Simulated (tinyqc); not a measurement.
Two regimes over temperature: microkinetic model of low-temperature epitaxy from hydride gases: adsorption, hydrogen desorption and rate control. Computed by tinyqc, a small Python program. Command: `OMP_NUM_THREADS=1 python tinyqc.py 3021666 3021667 out.jsonl hepi walk`. One thread of a shared host (Intel(R) Xeon(R) Processor @ 2.30GHz), about 0.01 s of CPU time with the checks.

Each hydride molecule needs two free sites and leaves four hydrogen atoms, of which two leave at once as H2; theta is the hydrogen coverage, the site density is 6.78 per nm^2 and one layer is 1.358 angstrom thick.

Inputs (values chosen for the exercise, close to those used for silane and germane, with second-order desorption as on Si(111) but the site density of Si(001)):

| quantity | value | unit |
|---|---|---|
| silane pressure p_S | 2.8 | Pa |
| sticking prefactor of silane s0 | 0.018 | - |
| adsorption barrier E_s | 0.29 | eV |
| desorption prefactor nu_d | 7.5e+12 | 1/s |
| desorption energy on silicon E_d | 2.13 | eV |
| hydrogen carrier pressure p_H | 0 | Pa |
| sticking of hydrogen s_H | 5.1e-07 | - |
| germane pressure p_G | 0.44 | Pa |
| sticking ratio of germane to silane r_G | 2.2 | - |
| lowering of E_d per unit germanium fraction, dE | 0.53 | eV |

Film: silicon-germanium. Order of hydrogen desorption: second.

Constants: k_B = 8.617333262e-05 eV/K; u = 1.6605390666e-27 kg; k_B = 1.380649e-23 J/K.

Method:
- Flux per site F = p/(sqrt(2 pi M k_B T) x 6.78e18 per m^2), M = 32.12 u (silane), 76.63 u (germane), 2.016 u (hydrogen); s = s0 exp(-E_s/(k_B T)); k_S = s F_S, k_G = r_G s F_G; germanium fraction x = k_G/(k_S + k_G); k = k_S + k_G; k_H = s_H F_H; k_d = nu_d exp(-(E_d - dE x)/(k_B T)).
- With k the hydride and k_H the hydrogen adsorption rate on free pairs and k_d the desorption rate, steady state: 2 (k + k_H)(1 - theta)^2 = k_d theta^2; growth rate R = k (1 - theta)^2 layers/s; 1 layer/s = 8.148 nm/min.
- Temperatures in kelvin are T(C) + 273.15.
- Limits: desorption-limited R = k_d k/(2 (k + k_H)), adsorption-limited R = k.

Growth:

| T (C) | theta | G (nm/min) | desorption limit (nm/min) | adsorption limit (nm/min) |
|---|---|---|---|---|
| 400 | 0.95669 | 1.6801e-02 | 1.8356e-02 | 8.955 |
| 450 | 0.88476 | 1.6213e-01 | 2.0712e-01 | 12.208 |
| 500 | 0.75345 | 9.6969e-01 | 1.7081e+00 | 15.953 |
| 550 | 0.57612 | 3.6186e+00 | 1.0902e+01 | 20.139 |
| 600 | 0.39856 | 8.9392e+00 | 5.6274e+01 | 24.713 |
| 650 | 0.25870 | 1.6273e+01 | 2.4316e+02 | 29.613 |
| 700 | 0.16399 | 2.4311e+01 | 9.0399e+02 | 34.784 |
| 750 | 0.10440 | 3.2219e+01 | 2.9560e+03 | 40.169 |
| 800 | 0.06775 | 3.9733e+01 | 8.6554e+03 | 45.718 |
| 850 | 0.04510 | 4.6853e+01 | 2.3032e+04 | 51.384 |

The apparent activation energy of G is 1.90 eV between the first rows and 0.34 eV between the last; full hydrogen cover gives a value near the desorption energy (plus E_s where k_H far exceeds k), a bare surface one near E_s less k_B T/2 from the flux. The coverage passes one half between 550 and 600 C, the knee of the Arrhenius plot.

Extremes, crossings and ranges named in words are read from the listed rows.
